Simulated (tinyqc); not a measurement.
The 3-omega method: a line heater on a substrate with a thin film: one step, computed by the program tinyqc.

A current at angular frequency omega = 2 pi f heats the line at 2 omega with the amplitude P per length; the temperature swing Delta T at 2 omega gives a voltage at 3 omega. The substrate is taken as semi-infinite and isotropic, and the heat capacity of heater and film is left out.

Problem. Temperature swing of the bare substrate. Delta T_s = (P/(pi kappa)) int_0^infinity (sin x/x)^2 / sqrt(x^2 + (q b)^2) dx with (q b)^2 = i |q b|^2, averaged over the heater width (12 Gauss-Legendre points on each of the pieces 0, 14 log-spaced edges from 1e-5 to 1, and multiples of pi to 40 pi; the tail adds 1/(4 (40 pi)^2)). For |q| b much below 1: Delta T_s = (P/(pi kappa)) [-ln(|q| b) + eta - i pi/4], eta = 3/2 - C_E = 0.92278, with Euler's C_E = 0.5772157.

Inputs (values chosen for the exercise, modelled on silicon nitride on silica):
```
quantity                      value           unit
substrate conductivity kappa   1.36        W/(m K)
substrate heat capacity C      1.64  1e6 J/(m^3 K)
heater half-width b               3     micrometre
power amplitude per length P    4.2            W/m
current frequency f              45             Hz
```

|q| b = 0.07834024

Give: in-phase Delta T_s; out-of-phase Delta T_s; in-phase, narrow-line form; out-of-phase, narrow-line form.

Solution.

in-phase Delta T_s = 3.411 K

out-of-phase Delta T_s = -0.7685 K

in-phase, narrow-line form = 3.411 K

out-of-phase, narrow-line form = -0.7721 K

The narrow-line form misses the in-phase part by -0.02 % and the out-of-phase part by +0.5 % at |q| b = 0.078.
